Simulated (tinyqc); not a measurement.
Vertical double-diffused power MOSFET, components of the on-resistance: two steps of the calculation.

Stripe cells of pitch Wp + a, two channels a cell. Current flows through the channels, spreads in the accumulation layer, passes the gap between the p bodies and spreads at 45 degrees into the drift layer below them. Low drain voltage, full ionisation.

Parameters, values chosen for the exercise; bulk values close to those of 4H silicon carbide:
```
symbol,value,unit,meaning
T,400,K,temperature
eps_r,10,,relative permittivity
Kc,22300,V/cm per (cm^-3)^(1/8),critical-field constant
BV,1700,V,rated breakdown voltage of the drift layer
mud,832,cm^2/(V s),drift mobility at 300 K
bt,2,,temperature exponent of the drift mobility
tox,36,nm,gate oxide thickness (eps_r 3.9)
Vov,13,V,gate overdrive
mch,20,cm^2/(V s),channel mobility
mac,140,cm^2/(V s),accumulation-layer mobility
Lc,1.1,um,channel length
Wp,3.4,um,"width of the p body in one cell, channels included"
a,4.3,um,gap between neighbouring p bodies
xp,1.2,um,depth of the p body
Nj,1,,doping of the gap over the drift doping
Vbi,2.82,V,built-in voltage of the body junction
Rs,0.18,mohm cm^2,substrate and contact resistance
```

Constants: q = 1.602176634e-19 C, eps0 = 8.8541878128e-14 F/cm where lengths are in cm. Results are converted to the units shown.

Question 1. Drift layer. Triangular field at breakdown with Ec = Kc N^(1/8): BV = eps0 eps_r Ec^2/(2 q N), so N = (eps0 eps_r Kc^2/(2 q BV))^(4/3); W = 2 BV/Ec; mu = mud (T/300 K)^(-bt); rho = 1/(q mu N); ideal resistance rho W.

Give: N; Ec; W; mu; rho; ideal resistance.

Answer 1.

N = 7.529e15 cm^-3
Ec = 2.152 MV/cm
W = 15.80 um
mu = 468.0 cm^2/(V s)
rho = 1.771 ohm cm
ideal resistance = 2.798 mohm cm^2

Question 2. Components of the on-resistance. Pitch p = Wp + a, Cox = 3.9 eps0/tox; zero-bias depletion in the gap w0 = sqrt(2 eps0 eps_r Vbi/(q N Nj)), open gap g = a - 2 w0; R_ch = Lc p/(2 mch Cox Vov); R_acc = 0.6 a p/(4 mac Cox Vov), 0.6 being an empirical factor for current leaving the layer along its length; R_gap = (rho/Nj) xp p/g; spreading depth t = min(W, (p - g)/2); R_drift = (rho p/2) ln((g + 2 t)/g) + rho (W - t); R_on = the sum with Rs.

N = 7.5293738e15 cm^-3
W = 15.797167 um
mu = 468 cm^2/(V s)
rho = 1.7712705 ohm cm

Wanted: w0; g; components; R_on; shares.

Answer 2.

w0 = 0.6434 um
g = 3.013 um
components (mohm cm^2): channel 1.698, accumulation 0.2845, gap 0.5432, drift 3.023, substrate 0.1800
R_on = 5.729 mohm cm^2
shares (%): channel 29.64, accumulation 4.97, gap 9.48, drift 52.77, substrate 3.14

The drift term is the largest. R_on is 2.05 times the ideal drift resistance, and spreading raises the drift term to 1.08 times it.

tinyqc, about 0.01 s, one thread, Intel Xeon 2.30GHz (shared host): `OMP_NUM_THREADS=1 python tinyqc.py 2230060 2230061 out.jsonl`
